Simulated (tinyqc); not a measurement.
Lateral field, substrate current, probability of reaching the oxide barrier and hot-carrier lifetime of a silicon transistor (pseudo-two-dimensional and lucky-electron models): one step, computed by the program tinyqc. Command: `OMP_NUM_THREADS=1 python tinyqc.py 3009804 3009805 out.jsonl hotcar walk`. One thread of a shared host (Intel(R) Xeon(R) Processor @ 2.30GHz), about 0.01 s of CPU time with the checks.

Local-field models: a lucky carrier gains its energy at the peak field over a path free of collisions. Voltages are magnitudes.

Problem. Peak lateral field. C_ox = 3.9 eps_0/t; F_sat = 2 v_s/mu; V_Dsat = V_ov F_sat L/(V_ov + F_sat L), V_ov = V_G - V_T; I_D/W = C_ox v_s (V_ov - V_Dsat). Scale length l = 0.22 t^(1/3) x_j^(1/2) (all in cm); F_m = sqrt(((V_D - V_Dsat)/l_e)^2 + F_sat^2), with l_e = l; length of the velocity-saturated region l_e ln((V_D - V_Dsat)/(l_e F_sat) + F_m/F_sat).

Inputs (values chosen for the exercise, modelled on a silicon n-channel):
```
quantity                             value                      unit
channel length L                       300                        nm
oxide thickness t                      6.5                        nm
junction depth x_j                      84                        nm
mobility mu                            340                cm^2/(V s)
saturation velocity v_s               0.81                  1e7 cm/s
threshold voltage V_T                 0.72                         V
gate voltage V_G                         1                         V
drain voltage V_D                      2.8                         V
ionisation prefactor A_i           2.1e+06                      1/cm
ionisation field B_i                  1.78                     MV/cm
hot-carrier mean free path lambda      7.5                        nm
oxide barrier phi_b                    3.1                        eV
interface-trap threshold phi_it        3.6                        eV
lifetime constant H                    200  s microampere/micrometre
```

Drain: abrupt.

Constants: eps_0 = 8.8541878128e-12 F/m.

Give: scale length l; peak field F_m; velocity-saturated length; energy gained over one free path, e lambda F_m.

Solution.

scale length l = 55.23 nm

peak field F_m = 467.0 kV/cm

velocity-saturated length = 164.2 nm

energy gained over one free path, e lambda F_m = 0.3502 eV

Caution: the empirical formula for l was fitted to oxides of about 15 nm or more; for thinner ones it is an extrapolation. Caution: e V_D is below phi_b or phi_it, so the available energy, not the field, limits hot carriers, and the lucky-electron formulas overstate them.
